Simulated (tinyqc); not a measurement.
# From capture time tau_c back to relaxation energy E_R

Model: oxide trap near a transistor channel: two-state multiphonon kinetics, telegraph noise and bias instability. Computed by tinyqc, a small Python program. Command: `OMP_NUM_THREADS=1 python tinyqc.py 3003667 3003668 out.jsonl oxidetrap inv`. One thread of a shared host (Intel(R) Xeon(R) Processor @ 2.30GHz), about 0.01 s of CPU time with the checks.

An n-channel device under positive gate bias. The trap is empty (state 1) or holds an electron (state 2); both states are parabolas of equal curvature, and the electron reservoir is taken at the Fermi level of the channel.

Inputs (values chosen for the exercise, with an insulator like Al2O3 on silicon):

| quantity | value | unit |
|---|---|---|
| trap depth x from the interface | 0.83 | nm |
| tunnel barrier phi_b | 2.14 | eV |
| tunnelling mass m_ox | 0.35 | m_0 |
| trap level above E_F at zero field E_t | 0.15 | eV |
| oxide field F | 2 | MV/cm |
| attempt rate k_0 at the interface | 1e+12 | 1/s |
| temperature T | 400 | K |

Parts treated: one trap.

Constants: hbar^2/(2 m_0) = 3.80998212 eV angstrom^2; k_B = 8.617333262e-05 eV/K.

Method. kappa = sqrt(2 m_ox phi_b)/hbar = sqrt(m_ox phi_b/(hbar^2/2m_0)); attenuation length lambda = 1/(2 kappa); factor exp(-x/lambda) for a rectangular barrier. E_21 = E_t - e F x is the energy of state 2 over state 1; barriers E_c = (E_R + E_21)^2/(4 E_R), E_e = E_c - E_21; tau_c = exp(E_c/k_B T)/(k_0 P), tau_e = exp(E_e/k_B T)/(k_0 P), P the tunnelling factor; occupation f_2 = tau_e/(tau_c + tau_e); 1/tau_0 = 1/tau_c + 1/tau_e.

Question. A run gave the result below. Find the relaxation energy E_R, known to lie between 1.3 and 3.1 eV.

capture time tau_c = 0.02684769 s

Answer.

Each step takes the trial c = (a f_b - b f_a)/(f_b - f_a), f being the result less the target and a, b, c the logarithms of the listed values; c replaces end b, the old b replaces a if the sign of f changed, and otherwise f_a is halved.

Scan of the range:

| relaxation energy E_R (eV) | capture time tau_c (s) |
|---|---|
| 1.30 | 1.55283e-05 |
| 1.50 | 6.62236e-05 |
| 1.74 | 3.77490e-04 |
| 2.01 | 2.67489e-03 |
| 2.32 | 2.53343e-02 |
| 2.68 | 3.44836e-01 |
| 3.10 | 7.25293e+00 |

False position (Illinois rule, in the logarithm of the input) inside the bracket:

| step | end a | end b | trial | capture time tau_c (s) |
|---|---|---|---|---|
| 1 | 2.32000 | 2.68000 | 2.32159 | 0.0256274 |
| 2 | 2.68000 | 2.32159 | 2.32286 | 0.0258653 |
| 3 | 2.68000 | 2.32286 | 2.32490 | 0.0262510 |
| 4 | 2.68000 | 2.32490 | 2.32736 | 0.0267242 |
| 5 | 2.68000 | 2.32736 | 2.32838 | 0.0269221 |
| 6 | 2.32736 | 2.32838 | 2.32800 | 0.0268475 |
| 7 | 2.32838 | 2.32800 | 2.32800 | 0.0268477 |
| 8 | 2.32838 | 2.32800 | 2.32800 | 0.0268477 |
| 9 | 2.32800 | 2.32800 | 2.32800 | 0.0268477 |

Capture time tau_c rises at every point of a 13-point scan of the range (every second point is shown), so one value fits; it is bracketed by 2.32 and 2.68. Answer: relaxation energy E_R = 2.328 eV.
